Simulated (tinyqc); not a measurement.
Undoped gate-all-around wire MOSFET, analytic charge model: one step of the calculation.

An undoped round wire of radius R under an insulator shell and a surrounding gate; long channel, electrons only, n = ni exp((psi - V)/Vt) with V the quasi-Fermi potential (0 at the source, Vd at the drain), constant mobility, no quantisation. The radial Poisson equation gives n(r) = n(0)/(1 - (1 - b) r^2/R^2)^2 with b = Q0/(Q + Q0). Q is the electron charge per area of the wire surface.

Task. Charge at the source by Newton steps in y = ln(Q/Q0). With V = 0 and Q = Q0 exp(y): f = Q/Cox + Vt y + Vt ln(1 + Q/Q0) - (Vg - V0); df/dy = Q/Cox + Vt (1 + Q/(Q + Q0)); y(new) = y - f/(df/dy).

Parameters, values chosen for the exercise: temperature T = 300 K; gate voltage Vg = 1.14 V.

Constants: q = 1.602176634e-19 C, kB = 1.380649e-23 J/K, Vt = kB T/q. Results are converted to the units shown.

y after iteration 1 = 0.62426083
Cox = 4.0375101 uF/cm^2
Q0 = 387.60139 nC/cm^2
V0 = 0.93410818 V

Wanted: Q; f; df/dy; y after iteration 2.

Result.

Q = 723.60 nC/cm^2
f = 0.016694 V
df/dy = 0.22191 V
y after iteration 2 = 0.54903

tinyqc, about 0.02 s, one thread, Intel Xeon 2.30GHz (shared host): `OMP_NUM_THREADS=1 python tinyqc.py 2460099 2460100 out.jsonl`
